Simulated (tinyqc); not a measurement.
Swing of the coupled dose with resist thickness: standing waves and exposure in a photoresist film.

Normal incidence from air. Unexposed resist: N1 = n1 + i k1 with k1 = (A + B) lam/(4 pi), lam in micrometres. r01 = (1 - N1)/(1 + N1), t01 = 2/(1 + N1). Substrate Ns = ns + i ks: r12 = (N1 - Ns)/(N1 + Ns). With p = exp(2 pi i N1 d/lam), the field at depth z is E(z) = t01 [exp(2 pi i N1 z/lam) + r12 p^2 exp(-2 pi i N1 z/lam)]/(1 + r01 r12 p^2), the relative intensity I(z) = n1 |E(z)|^2 and the reflectance R = |(r01 + r12 p^2)/(1 + r01 r12 p^2)|^2.

Values chosen for the exercise (a resist on Si, indices near tabulated ones; shifted at random, so the results belong to these values and not to a real crystal): lam = 365 nm (vacuum wavelength); n1 = 1.673 (resist index); A = 0.33 1/micrometre (bleachable absorption (Dill A)); B = 0.11 1/micrometre (fixed absorption (Dill B)); d = 623 nm (resist thickness); ns = 6.505 (substrate n); ks = 2.668 (substrate k).

The mean of I is taken over 800 depths; the relative dose to clear is taken as 1/(mean of I over the lowest period, 60 depths), scaled to 1 in the first row.

Swing:
```
d (nm)       R  mean I  relative dose
623.0   0.2816  1.1003          1.000
641.2   0.4084  0.8906          1.225
659.4   0.4153  0.8598          1.243
677.5   0.2999  1.0122          1.046
695.7   0.1100  1.2807          0.837
713.9   0.0873  1.3150          0.834
732.1   0.2612  1.0595          1.048
750.3   0.3867  0.8664          1.274
768.4   0.3938  0.8395          1.293
786.6   0.2792  0.9832          1.095
804.8   0.0952  1.2278          0.887
823.0   0.0740  1.2558          0.884
841.2   0.2426  1.0220          1.099
```

What does the comparison show, and why?

The period is 109.1 nm, six rows. The relative dose swings between 0.834 and 1.293, a ratio (max - min)/mean of 0.433, against the estimate 4 sqrt(|r01|^2 |r12|^2) exp(-(A + B) d) = 0.491 for the oscillating part alone; the ratio from the table also holds the slow rise from absorption, 9.9 % over two periods, so the two are not strictly comparable. The dose is least sensitive to thickness at an extremum; the lowest dose listed is at 713.9 nm.

(tinyqc, `OMP_NUM_THREADS=1 python tinyqc.py 1681836 1681837 out.jsonl`, Intel(R) Xeon(R) Processor @ 2.30GHz, 1 thread, shared host, about 0.01 s.)
